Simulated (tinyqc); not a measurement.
# Trap density from one capacitance

Problem. Traps spread evenly through the insulator exchange electrons with the semiconductor by tunnelling, with tau(x) = t0 exp(2 ka x) at depth x from the interface. The admittance per area Y seen at depth x obeys dY/dx = -Y^2/(i w eps0 eox) + q Nb ln(1 + i w tau)/tau, with Y(0) = i w Cs and w = 2 pi f; the gate sees Y(tox) = G + i w C. Working variable y = Y/(i w), in uF/cm^2. Cox = eps0 eox/tox. Find Nb and G/w.

Parameters, values chosen for the exercise:
- eox = 8.61 (relative permittivity of the insulator)
- tox = 7.9 nm (insulator thickness)
- Cs = 1.7 uF/cm^2 (semiconductor capacitance in accumulation)
- ka = 4.3 1/nm (decay constant of the wave function in the insulator)
- t0 = 9e-9 s (time constant of a trap at the interface)
- f = 1e6 Hz (frequency)

Constants: q = 1.602176634e-19 C, eps0 = 8.8541878128e-14 F/cm where lengths are in cm. Results are converted to the units shown.

C = 0.63677474 uF/cm^2

Answer. C rises steadily with Nb, so one density matches; in practice ka and t0 must come from the frequency dependence.

Nb = 2.10e19 cm^-3 eV^-1
G/w = 0.00868 uF/cm^2

tinyqc, about 0.5 s, one thread, Intel Xeon 2.30GHz (shared host): `OMP_NUM_THREADS=1 python tinyqc.py 2202026 2202027 out.jsonl`
